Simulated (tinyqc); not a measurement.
# Worked calculation: input admittance of a MOSFET at zero drain bias: distributed channel and distributed gate

Program tinyqc, `OMP_NUM_THREADS=1 python tinyqc.py 2262078 2262079 out.jsonl`; Intel Xeon 2.30GHz, shared host, one thread, about 0.01 s. Printed values are rounded.

Source and drain grounded, strong inversion, w = 2 pi f, Cox = eps0 eox/tox. The channel is an RC line of resistance 1/(mu Cox Vo) per square fed from both ends, so one finger has the intrinsic admittance y = i w Cox L tanh(g)/g per width, g = (1/2) sqrt(i w tau), tau = L^2/(mu Vo). The vertical resistance rv/L is in series with y, the overlaps 2 i w Cov in parallel: y_t = 1/(1/y + rv/L) + 2 i w Cov. The gate strip is a line of Rsh/L per length loaded by y_t, so a finger has Y = y_t Wf tanh(k)/k, k = (Wf/sd) sqrt(y_t Rsh/L); the device has Nf Y.

Inputs (values chosen for the exercise); values of the order met in silicon radio-frequency transistors:
- eox = 3.9 (relative permittivity of the gate insulator (close to silicon dioxide))
- tox = 6.3 nm (insulator thickness)
- L = 0.35 um (channel length)
- Wf = 9 um (finger width)
- Nf = 32 (number of fingers)
- mu = 240 cm^2/(V s) (channel mobility)
- Vo = 0.27 V (gate overdrive)
- Rsh = 3.4 ohm/square (sheet resistance of the gate)
- rv = 0 ohm um^2 (vertical resistivity of the gate stack)
- sd = 1 (number of ends at which a finger is contacted)
- Cov = 0.37 fF/um (overlap and fringe capacitance on each side)
- f = 13 GHz (frequency)

Constants: eps0 = 8.8541878128e-14 F/cm where lengths are in cm. Results are converted to the units shown.

## Low-frequency resistances and capacitance

Low-frequency limits, with c = Cox L and ct = c + 2 Cov: R_strip = Rsh Wf/(3 sd^2 L Nf), R_ch = (c/ct)^2 L/(12 mu Cox Vo Wf Nf), R_vert = (c/ct)^2 rv/(L Wf Nf), C = ct Wf Nf.

parts (ohm): strip 0.910714, channel 1.48486, vertical 0
sum = 2.39557 ohm
C = 765.621 fF
1/(2 pi R C) = 86.7754 GHz

The channel term is the largest, 62.0 % of the sum.

## Admittance of the channel and stack per width

tau, g, c = Cox L, y and y_t as defined.

tau = 18.9043 ps
g = 0.439336+0.439336i
c = 1.91841 fF/um
y = 19.689+153.659i uS/um
y_t = 19.689+214.103i uS/um

w tau = 1.54, and Im y is 0.981 of w c.

## Input impedance of the device

k and Y as defined; Z = 1/(Nf Y) = R + 1/(i w C); Q = |Im Z|/R; signal at the point farthest from a contact |1/cosh k|.

k = 0.303868+0.277207i
Nf Y = 9.0250+60.8042i mS
R = 2.38845 ohm
C = 760.807 fF
Q = 6.73731
signal at the far point = 0.989993

R is 0.30 % below its low-frequency limit and C is 0.63 % below its own.
